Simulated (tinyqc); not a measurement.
Thermal stress, cracking, delamination and buckling of a thin film; Griffith cracks and misfitting inclusions: one step, computed by the program tinyqc. Command: `OMP_NUM_THREADS=1 python tinyqc.py 3014515 3014516 out.jsonl filmcrack walk`. One thread of a shared host (Intel(R) Xeon(R) Processor @ 2.30GHz), about 0.01 s of CPU time with the checks.

Isotropic linear elasticity; the substrate is much thicker than the film; stress is positive in tension.

Problem. Stress in the film. Thermal strain = (alpha_f - alpha_s)(T_d - T); stress = E/(1 - nu) x strain + intrinsic stress; plane-strain modulus Ebar = E/(1 - nu^2); G0 = stress^2 h/(2 Ebar) is the energy freed per area when a long strip loses its stress across its width.

Inputs (values chosen for the exercise, modelled on a copper film on silicon):
```
quantity,value,unit
film Young's modulus E,125,GPa
film Poisson ratio nu,0.34,-
film expansion alpha_f,16.9,1e-6/K
substrate expansion alpha_s,3.1,1e-6/K
deposition temperature T_d,425,K
final temperature T,300,K
intrinsic stress,-250,MPa
film thickness h,1.2,micrometre
```

Give: thermal strain; film stress; Ebar; G0.

Solution.

thermal strain = 0.001725

film stress = 76.70 MPa

Ebar = 141.3 GPa

G0 = 0.02498 J/m^2

The film ends in tension; the thermal part is 327 MPa.
